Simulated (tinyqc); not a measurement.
Yield per ion against the flux ratio: ion-assisted plasma etching: sheath, surface coverage, synergy and aspect-ratio dependence. Computed by tinyqc, a small Python program. Command: `OMP_NUM_THREADS=1 python tinyqc.py 3031802 3031803 out.jsonl etch walk`. One thread of a shared host (Intel(R) Xeon(R) Processor @ 2.30GHz), about 0.07 s of CPU time with the checks.

Radicals adsorb on bare sites; ions remove covered sites with a high yield and bare sites by sputtering; a slow spontaneous reaction acts everywhere, walls included.

Inputs (values chosen for the exercise, close to those used for silicon in a halogen plasma):

| quantity | value | unit |
|---|---|---|
| plasma density n_e | 8.6e+09 | 1/cm^3 |
| electron temperature T_e | 4.8 | eV |
| ion mass M_i | 35.5 | u |
| sheath voltage V | 410 | V |
| radical density n | 4.5e+13 | 1/cm^3 |
| radical mass M_n | 35.5 | u |
| gas temperature T_g | 300 | K |
| sticking coefficient s | 0.18 | - |
| radicals per removed unit x | 3 | - |
| yield slope b | 0.1 | eV^(-1/2) |
| threshold E_th | 30 | eV |
| sputter slope b_p | 0.026 | eV^(-1/2) |
| sputter threshold E_p | 30 | eV |
| spontaneous reaction probability k_c | 0.00027 | - |
| solid density N | 5e+22 | 1/cm^3 |
| ion temperature T_i | 0.59 | eV |

Feature: round hole.

Constants: e = 1.602176634e-19 C; u = 1.6605390666e-27 kg; k_B = 1.380649e-23 J/K; eps_0 = 8.8541878128e-12 F/m.

Method:
- Bohm speed u_B = sqrt(e T_e/M_i); ion flux G_i = 0.61 n_e u_B; radical flux G_n = n c/4 with c = sqrt(8 k_B T_g/(pi M_n)).
- Debye length lambda_D = sqrt(eps_0 T_e/(e n_s)) with n_s = 0.61 n_e, T_e in volts; Child-law sheath d = (sqrt2/3) lambda_D (2 V/T_e)^(3/4); ion energy E = V + T_e/2; angular spread = arctan(sqrt(T_i/E)).
- Yields: Y = b (sqrt(E) - sqrt(E_th)) on covered sites, Y_p = b_p (sqrt(E) - sqrt(E_p)) on bare ones (zero below threshold).
- Steady coverage: s G_n (1 - theta) = x Y G_i theta; removal flux = Y G_i theta + Y_p G_i (1 - theta) + k_c G_n; rate = flux/N, 1 cm/s = 6e8 nm/min.
- The ion flux is fixed and the radical flux set by the ratio; the removal per ion is the removal flux over G_i.

yield Y = 1.48304

sputter yield Y_p = 0.385591

ion flux G_i = 1.89481e+15 1/(cm^2 s)

Open field:

| G_n/G_i | theta | rate (nm/min) | removal per ion |
|---|---|---|---|
| 0.3 | 0.01199 | 9.069 | 0.3988 |
| 1 | 0.03888 | 9.744 | 0.4285 |
| 3 | 0.10824 | 11.487 | 0.5052 |
| 10 | 0.28804 | 16.016 | 0.7044 |
| 30 | 0.54827 | 22.633 | 0.9954 |
| 100 | 0.80181 | 29.389 | 1.2925 |
| 300 | 0.92388 | 33.663 | 1.4805 |
| 1000 | 0.97588 | 39.258 | 1.7266 |
| 3000 | 0.99183 | 51.935 | 2.2841 |

Coverage reaches one half at G_n/G_i = x Y/s = 24.7. Below that the ion-assisted part follows the radical flux, on top of the sputter floor Y_p = 0.386; above it the ion-assisted part saturates at Y = 1.48 per ion, and the further rise to 2.28 comes from the spontaneous reaction, which costs anisotropy. Caution: a sheath of several millimetres is collisional at usual pressures, which lowers the ion energy and widens the angles.
